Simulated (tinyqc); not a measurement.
Deep trap from a strong local potential in a two-band host (Koster-Slater model with semi-elliptic bands): one step, computed by the program tinyqc.

The valence band spans -2 W_v to 0 and the conduction band E_g to E_g + 2 W_c. The orbital at the impurity site has weight f_v in the valence band and 1 - f_v in the conduction band, each spread as a semi-ellipse (2/(pi W^2)) sqrt(W^2 - x^2) about the band centre. The impurity adds U to this orbital. Spin is left out.

Problem. The same problem as a small matrix. Each band is replaced by n levels e_k = centre + W cos(k pi/(n + 1)) with weights w_k = f (2/(n + 1)) sin^2(k pi/(n + 1)), k = 1..n (valence first); H_kl = e_k delta_kl + U sqrt(w_k w_l).

Inputs (values chosen for the exercise, with a gap close to that of ZnSe):
```
quantity                                value  unit
gap E_g                                  2.76    eV
half-width of the valence band W_v        5.8    eV
half-width of the conduction band W_c     5.2    eV
valence weight f_v of the site orbital    0.6     -
impurity potential U                    -27.8    eV
levels per band n                           2     -
```

Impurity: attractive, donor-like.

Give: host levels e_k; weights w_k; H.

Solution.

host levels e_k (eV): -2.90  -8.70  10.56  5.36

weights w_k: 0.3  0.3  0.2  0.2

H (eV):
```
        1       2      3      4
1  -11.24   -8.34  -6.81  -6.81
2   -8.34  -17.04  -6.81  -6.81
3   -6.81   -6.81   5.00  -5.56
4   -6.81   -6.81  -5.56  -0.20
```
